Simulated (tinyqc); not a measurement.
Which lattice a d-band metal prefers: Slater-Koster d bands of an fcc metal.

Slater-Koster d bands. For a bond with direction cosines (l, m, n) the 5 x 5 block is dds Ps + ddp Pp + ddd (1 - Ps - Pp), the projectors on sigma, pi and delta states about the bond; for instance <xy|xy> = 3 l^2 m^2 dds + (l^2 + m^2 - 4 l^2 m^2) ddp + (n^2 + l^2 m^2) ddd, <xy|yz> = 3 l m^2 n dds + l n (1 - 4 m^2) ddp + l n (m^2 - 1) ddd and <3z2-r2|3z2-r2> = (n^2 - (l^2 + m^2)/2)^2 dds + 3 n^2 (l^2 + m^2) ddp + (3/4)(l^2 + m^2)^2 ddd. H(k) sums the blocks times cos(k.R) over the neighbours; the d level is the zero of energy; k in 2 pi/a.

Mesh: k = f1 b1 + f2 b2 + f3 b3 with fractions (j + 1/2)/N, j = 0 to N - 1, and b = (-1,1,1), (1,-1,1), (1,1,-1) for fcc, (0,1,1), (1,0,1), (1,1,0) for bcc, unit vectors for simple cubic. The lowest Nd/10 of all levels are filled with two electrons each; the bond energy is their sum per atom.

Values chosen for the exercise (of the size met in Ni; the results hold for these values, not for the real material):
- dds = -0.476 eV (dd sigma)
- ddp = 0.2 eV (dd pi)
- ddd = -0.071 eV (dd delta)
- f2 = 0.487 (factor for second neighbours in bcc)
- N = 10 (mesh)

fcc has twelve neighbours, bcc eight and six (the six times f2), simple cubic six. The integrals of bcc and sc are scaled so that all three have the second moment of fcc, which stands for equal repulsion (structural energy difference theorem). s and p electrons are left out.

Bond energy per atom:

| Nd | fcc (eV) | bcc - fcc (meV) | sc - fcc (meV) |
|---|---|---|---|
| 1 | -1.362 | 86 | -189 |
| 2 | -2.356 | 23 | -94 |
| 3 | -3.105 | -128 | 66 |
| 4 | -3.653 | -165 | 304 |
| 5 | -3.854 | 36 | 408 |
| 6 | -3.666 | 173 | 318 |
| 7 | -3.137 | 140 | 97 |
| 8 | -2.360 | 36 | -91 |
| 9 | -1.311 | -69 | -239 |

scale factors: bcc 1.1285, sc 1.4142

mu3/mu2^1.5: fcc -0.034, bcc -0.035, sc 0.000

mu4/mu2^2: fcc 1.768, bcc 1.724, sc 2.844

largest change of a difference when N is raised to 14 = 11 meV

fcc is lowest for Nd = 5, 6 and 7. bcc is lowest for Nd = 3 and 4. sc is lowest for Nd = 1, 2, 8 and 9. bcc gains most on fcc at Nd = 4 (-165 meV). A small fourth moment marks a two-peaked band, which tends to favour fillings near one half; bcc has -2 % against fcc, and at Nd = 5 it lies +36 meV from fcc, which the fourth moment alone does not explain (differences of a few tens of meV are within the error of the mesh; hcp is left out, and this d-only model can miss the lattice of the real metal). The third moments, from three-membered rings, skew the bands. That simple cubic wins anywhere comes from keeping d bands and equal second moments alone; no transition metal takes it. Differences below about 11 meV are within the error of this mesh, and the s and p electrons left out weigh most where the d band is nearly empty or full.

Computed by tinyqc, a small Python program: `OMP_NUM_THREADS=1 python tinyqc.py 1450456 1450457 out.jsonl` (the numbers bound the seed that draws the inputs); one thread of a shared host (Intel(R) Xeon(R) Processor @ 2.30GHz), about 0.06 s for the whole set of steps.
